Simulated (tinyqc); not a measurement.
Extended Hueckel theory, for H6, step by step. One step of it, computed by the program tinyqc.

Question. Wolfsberg-Helmholz matrix. H_ij = K' S_ij (H_ii + H_jj)/2 for i != j (the diagonal keeps H_ii), with K' = 1.5.

overlap S, order 1H 1s, 2H 1s, 3H 1s, 4H 1s, 5H 1s, 6H 1s:
```
[[1.000000, 0.541367, 0.126434, 0.026304, 0.003705, 0.000537],
 [0.541367, 1.000000, 0.472942, 0.126434, 0.021347, 0.003712],
 [0.126434, 0.472942, 1.000000, 0.541367, 0.126223, 0.026304],
 [0.026304, 0.126434, 0.541367, 1.000000, 0.472343, 0.126434],
 [0.003705, 0.021347, 0.126223, 0.472343, 1.000000, 0.542011],
 [0.000537, 0.003712, 0.026304, 0.126434, 0.542011, 1.000000]]
```

diagonal H_ii (eV): [-13.600000, -13.600000, -13.600000, -13.600000, -13.600000, -13.600000]

K = 1.500000

Give: H.

Answer.

H (eV), order 1H 1s, 2H 1s, 3H 1s, 4H 1s, 5H 1s, 6H 1s:
```
[[-13.600, -11.044, -2.579, -0.537, -0.076, -0.011],
 [-11.044, -13.600, -9.648, -2.579, -0.435, -0.076],
 [-2.579, -9.648, -13.600, -11.044, -2.575, -0.537],
 [-0.537, -2.579, -11.044, -13.600, -9.636, -2.579],
 [-0.076, -0.435, -2.575, -9.636, -13.600, -11.057],
 [-0.011, -0.076, -0.537, -2.579, -11.057, -13.600]]
```
